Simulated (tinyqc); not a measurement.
Undoped gate-all-around wire MOSFET, analytic charge model: one step of the calculation.

An undoped round wire of radius R under an insulator shell and a surrounding gate; long channel, electrons only, n = ni exp((psi - V)/Vt) with V the quasi-Fermi potential (0 at the source, Vd at the drain), constant mobility, no quantisation. The radial Poisson equation gives n(r) = n(0)/(1 - (1 - b) r^2/R^2)^2 with b = Q0/(Q + Q0). Q is the electron charge per area of the wire surface.

Problem. Charge at the source by substitution. With V = 0: u = Vg - V0 - Q/Cox, then Q(new) = (Q0/2)[sqrt(1 + 4 exp(u/Vt)) - 1], the root of Vt ln[(Q/Q0)(1 + Q/Q0)] = u.

Values chosen for this exercise:
```
symbol  value  unit       meaning
T         293     K   temperature
Vg       1.27     V  gate voltage
```

Constants: q = 1.602176634e-19 C, kB = 1.380649e-23 J/K, Vt = kB T/q. Results are converted to the units shown.

Q after iteration 1 = 7.0013406e6 nC/cm^2
Cox = 6.0463510 uF/cm^2
Q0 = 266.03342 nC/cm^2
V0 = 0.75603524 V

Wanted: u; Q after iteration 2.

Solution.

u = -1157 V
Q after iteration 2 = 0 nC/cm^2

tinyqc, about 0.04 s, one thread, Intel Xeon 2.30GHz (shared host): `OMP_NUM_THREADS=1 python tinyqc.py 2460153 2460154 out.jsonl`
